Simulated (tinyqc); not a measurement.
Changing the pull rate V: crystal pulling from the melt: segregation, interface stability, heat balance and point-defect regime. Computed by tinyqc, a small Python program. Command: `OMP_NUM_THREADS=1 python tinyqc.py 3000481 3000482 out.jsonl pull sweep`. One thread of a shared host (Intel(R) Xeon(R) Processor @ 2.30GHz), about 0.03 s of CPU time with the checks.

A dilute solute; steady pulling with a flat interface unless it is found unstable.

Inputs (values chosen for the exercise, for a model semiconductor): equilibrium coefficient k0 = 0.0085; initial melt concentration C0 = 2.9e+20 1/cm^3; diffusivity in the melt D = 0.00038 cm^2/s; kinematic viscosity nu = 0.0026 cm^2/s; crystal rotation = 20 rpm; gradient in the melt G_L = 14 K/cm; solid conductivity k_S = 22.8 W/(m K); melt conductivity k_L = 54.2 W/(m K); latent heat per volume L = 4060 J/cm^3; melting point T_m = 1685 K; interface energy gamma = 0.36 J/m^2; frozen fraction g = 0.74; critical ratio xi_c = 0.15 mm^2/(min K).

Loss from the melt surface: none.

Constants: k_B = 1.380649e-23 J/K.

Method:
- delta = 1.61 D^(1/3) nu^(1/6) omega^(-1/2), omega = 2 pi rpm/60; k_eff = k0/[k0 + (1 - k0) exp(-V delta/D)] (Burton, Prim and Slichter); the melt at the interface is enriched by k_eff/k0.
- Axial profile: C_s = k_eff C0 (1 - g)^(k_eff - 1); bulk melt C_L = C_s/k_eff. Usable fraction: the g at which C_s has changed by 30 % from its first value (0.99 at most).
- k_S G_S = k_L G_L + L V; the largest rate for this G_S, with G_L = 0, is k_S G_S/L. Voronkov: the crystal grows vacancy-rich if V/G_S > xi_c and interstitial-rich if below; at fixed G_L the neutral rate solves V = xi_c G_S(V).
- Liquidus slope per concentration (van 't Hoff): |m| = k_B T_m^2 (1 - k0)/L. Solute gradient at the interface: G_C = (V/D) C_s (1 - k0)/k0. Constitutional supercooling sets in when |m| G_C > G_L. Critical C_s from the equality.
- Mullins-Sekerka for a thick solute layer: a ripple of wave number w grows if S(w) = -Gam w^2 - G* + |m| G_C (w* - V/D)/(w* - (1 - k0) V/D) > 0, Gam = gamma T_m/L, G* = (k_S G_S + k_L G_L)/(k_S + k_L), w* = V/(2D) + sqrt((V/(2D))^2 + w^2).
- The critical C_s is that at which the maximum of S over w is zero.

One run for each value; columns: (1) pull rate V (mm/min); (2) k_eff; (3) V/G_S (mm^2/(min K)); (4) critical C_s (1/cm^3); (5) critical C_s, Mullins-Sekerka (1/cm^3); (6) gradient in the solid G_S (K/cm):
```
(1)       (2)     (3)        (4)        (5)    (6)
0.10  0.00861  0.0276  2.859e+19  4.205e+19   36.2
0.15  0.00867  0.0398  1.906e+19  2.864e+19   37.7
0.23  0.00876  0.0573  1.243e+19  1.930e+19   40.1
0.36  0.00891  0.0819  7.940e+18  1.298e+19   44.0
0.55  0.00913  0.1109  5.197e+18  9.122e+18   49.6
0.84  0.00948  0.1443  3.403e+18  6.596e+18   58.2
1.30  0.01006  0.1809  2.199e+18  4.900e+18   71.9
2.00  0.01102  0.2159  1.429e+18  3.816e+18   92.6
3.00  0.01254  0.2453  9.528e+17  3.146e+18  122.3
```

Over the rows, k_eff rises from 0.00861 to 0.0125 (exponent d ln y / d ln x 0.016 between the first rows and 0.32 between the last); V/G_S (mm^2/(min K)) rises from 0.0276 to 0.245 (exponent d ln y / d ln x 0.90 between the first rows and 0.31 between the last); critical C_s (1/cm^3) falls from 2.86e19 to 9.53e17 (exponent d ln y / d ln x about -1.0 throughout). The exponent of critical C_s stays at -1: G_C is proportional to V. V/G_S grows more slowly than V because latent heat steepens G_S; its ceiling is k_S/L = 0.337 mm^2/(min K). It passes xi_c between 0.840 and 1.30 mm/min.

Caution (all rows): the onset wavelength exceeds the stirred boundary layer, so flow cuts off the solute field assumed in this theory.

Extremes, crossings and ranges named in words are read from the listed rows.
